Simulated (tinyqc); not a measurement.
Matthiessen's rule against the full average: mobility of a non-polar semiconductor in the relaxation-time approximation. Computed by tinyqc, a small Python program. Command: `OMP_NUM_THREADS=1 python tinyqc.py 3011308 3011309 out.jsonl rta walk`. One thread of a shared host (Intel(R) Xeon(R) Processor @ 2.30GHz), about 0.01 s of CPU time with the checks.

Each valley is treated as a sphere of mass m_d for states and rates, with one isotropic relaxation time; the conductivity mass m_c sets the current.

Inputs (values chosen for the exercise, modelled on electrons in silicon): longitudinal mass m_l = 0.942 m_0; transverse mass m_t = 0.188 m_0; equivalent valleys Z = 6; static permittivity eps_s = 11.7; density rho = 2329 kg/m^3; sound velocity v_l = 9010 m/s; acoustic deformation potential D_A = 9.6 eV; phonon energy hbar w = 61.6 meV; optical or intervalley deformation potential D_o = 4.3 1e8 eV/cm; final valleys Z_f = 5; carrier density n = 1.4e+14 1/cm^3; compensation ratio C = 0; temperature T = 350 K; alloy fraction x = 0.37; alloy potential U = 1.4 eV; lattice constant a = 5.49 angstrom.

Band: parabolic. Impurity formula: Brooks-Herring. Further scattering: alloy.

Constants: k_B = 8.617333262e-05 eV/K; m_0 = 9.1093837015e-31 kg; e = 1.602176634e-19 C; hbar = 1.054571817e-34 J s; eps_0 = 8.8541878128e-12 F/m; k_B = 1.380649e-23 J/K; hbar = 6.582119569e-16 eV s.

Method:
- m_d = (m_l m_t^2)^(1/3); 1/m_c = (1/m_l + 2/m_t)/3; Hall mass factor A = 3 K_m (K_m + 2)/(2 K_m + 1)^2, K_m = m_l/m_t; N_I = n (1 + C)/(1 - C).
- Parabolic band: E = hbar^2 k^2/(2 m), speed v = hbar k/m, states per spin, volume and energy g(E) = m k/(2 pi^2 hbar^2). Here m = m_d. Masses are multiplied by m_0 and all formulas are in SI units.
- The reduced Fermi level eta = E_F/(k_B T) solves n = 2 Z int g f dE with f = 1/(1 + exp(x - eta)) (Z = 1 unless valleys are given); screening length L_s = sqrt(eps_s eps_0 k_B T/(e^2 dn/deta)), dn/deta = 2 Z int g f (1 - f) dE.
- Integrals over x = E/(k_B T) use 160 Gauss-Legendre points in u = sqrt(x) from 0 to sqrt(max(eta, 0) + 32).
- Phonon occupation N_q = 1/(exp(hbar w/(k_B T)) - 1).
- Acoustic deformation potential (elastic, equipartition, absorption and emission together): 1/tau = 2 pi k_B T D_A^2 g(E)/(hbar rho v_l^2).
- Optical or intervalley deformation potential: 1/tau = (pi Z_f D_o^2/(rho w)) [N_q g(E + hbar w) + (N_q + 1) g(E - hbar w)], with g = 0 below the band edge.
- Each optical term is multiplied by (1 - f(E'))/(1 - f(E)), E' the final energy, for Pauli blocking.
- Singly charged impurities, momentum relaxation: 1/tau = N_I e^4 m (1 + 2 alpha E) Phi/(8 pi (eps_s eps_0)^2 hbar^3 k^3), with alpha = 0 for a parabolic band.
- Brooks-Herring: Phi = ln(1 + b) - b/(1 + b), b = 4 k^2 L_s^2.
- Alloy disorder: 1/tau = (2 pi/hbar) Omega x (1 - x) U^2 g(E), Omega = a^3/4 (other conventions for Omega rescale U).
- mu = (m_d/m_c) (2 Z e/(3 n k_B T)) int g v^2 tau f (1 - f) dE.
- Averages over x are split at the emission threshold x_0 = hbar w/(k_B T): 64 Gauss-Legendre points in sqrt(x) below it and 128 in sqrt(x - x_0) above it, up to x = max(eta, 0) + 32.
- Rates are added at each energy before the average. With <y> = int g v^2 y f (1 - f) dE: Hall factor r_H = A (3 n k_B T/(2 Z m_d)) <tau^2/(1 + 2 alpha E)>/<tau>^2 (alpha = 0 for a parabolic band); Hall mobility r_H mu; |S| = (k_B/e) (<x tau>/<tau> - eta); resistivity 1/(n e mu).
- Matthiessen's rule adds 1/mu of the separate processes.

acoustic mobility = 2126.16 cm^2/(V s)

optical mobility = 6329.42 cm^2/(V s)

ionised impurity mobility = 3.84927e+06 cm^2/(V s)

alloy mobility = 264.982 cm^2/(V s)

drift mobility mu = 224.047 cm^2/(V s)

Separate mobilities:
```
process           mu (cm^2/(V s))  share of the sum of 1/mu (%)
acoustic               2.1262e+03                    1.0683e+01
optical                6.3294e+03                    3.5888e+00
ionised impurity       3.8493e+06                    5.9010e-03
alloy                  2.6498e+02                    8.5722e+01
```

mobility by Matthiessen's rule = 227.15 cm^2/(V s)

excess of Matthiessen's rule over the full mu = 1.3836 %

The rule gives 227.1 against the full 224.0, 1.4 % too high; it can only overestimate, since each separate average is carried by the energies where that process is weak. One process, alloy, holds 86 % of the resistance, so the error is small.
